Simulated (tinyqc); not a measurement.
What each form factor does: empirical-pseudopotential levels.

Empirical pseudopotential on the fcc lattice, atoms at +/- tau, tau = a (1,1,1)/8, no spin-orbit coupling. H(G,G') = c (2 pi/a)^2 |k + G|^2 delta + VS(q) cos(q.tau) + i VA(q) sin(q.tau), q = G - G', c = hbar^2/2m0; k and G in units of 2 pi/a; VS at |q|^2 = 3, 8, 11 and VA at 3, 4, 11, in rydberg, zero elsewhere. The basis is fixed: all 65 G with |G|^2 up to Gcut. Energies are counted from the fourth level at Gamma.

Constants: hbar^2/2m0 = 3.80998211 eV angstrom^2; Ry = 13.60569312 eV.

Inputs chosen for the exercise (near those of Ge; the results hold for these values, not for the real material): a = 5.656 angstrom (lattice constant); VS3 = -0.224 Ry; VS8 = 0.008 Ry; VS11 = 0.06 Ry; VA3 = 0 Ry; VA4 = 0 Ry; VA11 = 0 Ry; Gcut = 16 (2 pi/a)^2 (largest |G|^2 of the fixed basis).

Lowest empty singlet and triplet at Gamma and the valence width there (fixed basis); lowest empty level at X = (1,0,0) and L = (1/2,1/2,1/2) from the valence top, these levels and that top with all |k + G|^2 up to 21. Singlet and triplet count orbital degeneracy. VS3 is VS at |q|^2 = 3, and so on. The row for a keeps the form factors fixed, so it is no model of a real expansion, which changes them too.

One parameter was then changed.

Results before and after:
```
case     singlet (eV)  triplet (eV)  X (eV)  L (eV)  width (eV)
base            1.191         3.389   0.994   0.839      12.091
changed         1.099         3.532   1.240   0.940      12.054
```

Which of these changes was made? (a) VS3 = -0.234 Ry; (b) VS11 = 0.05 Ry; (c) a = 5.713 angstrom; (d) VA3 = 0.03 Ry; (e) VS8 = -0.002 Ry; (f) VA11 = 0.03 Ry; (g) VA4 = 0.03 Ry.

Answer: (a) VS3 = -0.234 Ry. Of the candidates, run in turn, only this one gives the changed row.

All candidates:
```
case                singlet (eV)  triplet (eV)  X (eV)  L (eV)  width (eV)
base                       1.191         3.389   0.994   0.839      12.091
a = 5.713 angstrom         1.202         3.412   1.118   0.917      11.809
VS3 = -0.234 Ry            1.099         3.532   1.240   0.940      12.054
VS8 = -0.002 Ry            0.657         3.450   0.905   0.585      12.199
VS11 = 0.05 Ry             0.626         3.162   0.718   0.457      12.286
VA3 = 0.03 Ry              1.243         3.424   0.719   0.849      12.099
VA4 = 0.03 Ry              1.148         3.488   0.583   0.901      12.093
VA11 = 0.03 Ry             1.041         3.347   0.655   0.763      12.114
```

In a diamond crystal a small VA enters the levels at Gamma and L only in second order, by symmetry, but splits the degenerate pair at X in first order.

Program tinyqc; command `OMP_NUM_THREADS=1 python tinyqc.py 1050322 1050323 out.jsonl`; about 0.4 s on one thread of a shared Intel(R) Xeon(R) Processor @ 2.30GHz.
